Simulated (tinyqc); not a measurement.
Worked calculation: sp3 tight binding, zinc-blende lattice. One step of it, computed by the program tinyqc.

Task: Levels at k. Diagonalise the Hermitian matrix.

H(k) at k (eV), lower triangle (Hermitian):
```
                      a s                 a px                a py                 a pz
a s            -11.360000
a px             0.000000            -7.220000
a py             0.000000             0.000000           -7.220000
a pz             0.000000             0.000000            0.000000            -7.220000
c s   -2.687509+0.178427i  -0.245437+0.753665i  0.083205-2.223142i  -1.003787+0.184279i
c px   0.245437-0.753665i   0.651517-0.043255i  1.163155-0.213537i  -0.096416+2.576102i
c py  -0.083205+2.223142i   1.163155-0.213537i  0.651517-0.043255i   0.284404-0.873321i
c pz   1.003787-0.184279i  -0.096416+2.576102i  0.284404-0.873321i   0.651517-0.043255i

             c s       c px       c py       c pz
c s   -11.360000
c px    0.000000  -7.220000
c py    0.000000   0.000000  -7.220000
c pz    0.000000   0.000000   0.000000  -7.220000
```

Give: eigenvalues; weights |c|^2 of the basis functions.

Result:

eigenvalues (eV): -14.829  -11.219  -10.311  -9.817  -6.081  -5.451  -4.399  -3.933

weights |c|^2 of the basis functions:
```
      band 1  band 2  band 3  band 4  band 5  band 6  band 7  band 8
a s    0.457   0.232   0.013   0.025   0.224   0.033   0.005   0.012
a px   0.005   0.065   0.159   0.266   0.004   0.016   0.304   0.180
a py   0.035   0.105   0.051   0.141   0.168   0.410   0.002   0.088
a pz   0.002   0.098   0.278   0.068   0.105   0.041   0.189   0.220
c s    0.457   0.232   0.013   0.025   0.224   0.033   0.005   0.012
c px   0.005   0.065   0.159   0.266   0.004   0.016   0.304   0.180
c py   0.035   0.105   0.051   0.141   0.168   0.410   0.002   0.088
c pz   0.002   0.098   0.278   0.068   0.105   0.041   0.189   0.220
```
